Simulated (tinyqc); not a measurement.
What each parameter does: Gamma, L and X subbands of a thin body with non-parabolic valleys.

Hard walls, flat band, c = hbar^2/2m0, energies from the bulk Gamma edge. For a valley at angle theta to the normal 1/m_z = cos^2/ml + sin^2/mt and m_d = sqrt(ml mt^2/m_z). Subband n starts at E_v + e with e (1 + a e) = c (n pi/t)^2/m_z, and its density-of-states mass is taken as m_d (1 + 2 a e), without further growth at higher in-plane energy. Groups are named by valley and degeneracy.

n_i = g m/(2 pi c) kB T ln(1 + exp((EF - E_i)/kB T)), sum n_i = Ns (1e12/cm^2 = 1e-4/angstrom^2), c = hbar^2/2m0. Quantum capacitance Cq = 1602.176634 sum g m/(2 pi c) f_i in microfarad/cm^2 with f_i = 1/(1 + exp((E_i - EF)/kB T)); Cox = 34.5313/eot (one gate); C/Cox = Cq/(Cq + Cox), the centroid term left out.

Constants: hbar^2/2m0 = 3.80998211 eV angstrom^2; kB = 8.617333262e-05 eV/K.

Inputs chosen for the exercise (near those of a thin Ge channel; not measured data):
```
symbol  value           unit         meaning
face    110                          surface
mG      0.0373          m0           Gamma mass
aG      1.05            1/eV         Gamma non-parabolicity
EL      -0.154          eV           L edge above Gamma
mL      (1.597, 0.082)  m0           L valleys (four, along <111>): ml, mt
EX      0.033           eV           X edge above Gamma
mX      (0.876, 0.191)  m0           Delta valleys (six, along <100>): ml, mt
aS      0.49            1/eV         non-parabolicity of L and X
Ns      3.1             x 1e12/cm^2  sheet density
T       300             K            temperature
eot     7               angstrom     equivalent oxide thickness
t       78              angstrom     body thickness
```

n = 1 to 8 of all groups.

One parameter was then changed.

Results before and after:
```
case     lowest edge (eV)  EF (eV)  Gamma share (%)  C/Cox
base               -0.127   -0.142              0.0  0.769
changed            -0.127   -0.132              0.0  0.790
```

Which of these changes was made? (a) mG = 0.0429 m0; (b) aG = 0.73 1/eV; (c) t = 72 angstrom; (d) EL = -0.204 eV; (e) eot = 5 angstrom; (f) Ns = 4.65 x 1e12/cm^2; (g) T = 250 K.

Answer: (g) T = 250 K. Of the candidates, run in turn, only this one gives the changed row.

All candidates:
```
case                   lowest edge (eV)  EF (eV)  Gamma share (%)  C/Cox
base                             -0.127   -0.142              0.0  0.769
t = 72 angstrom                  -0.122   -0.135              0.0  0.765
mG = 0.0429 m0                   -0.127   -0.142              0.0  0.769
aG = 0.73 1/eV                   -0.127   -0.142              0.0  0.769
EL = -0.204 eV                   -0.177   -0.191              0.0  0.768
Ns = 4.65 x 1e12/cm^2            -0.127   -0.129              0.0  0.824
eot = 5 angstrom                 -0.127   -0.142              0.0  0.704
T = 250 K                        -0.127   -0.132              0.0  0.790
```

tinyqc: `OMP_NUM_THREADS=1 python tinyqc.py 1250083 1250084 out.jsonl`; about 0.03 s, one thread, shared Intel(R) Xeon(R) Processor @ 2.30GHz.
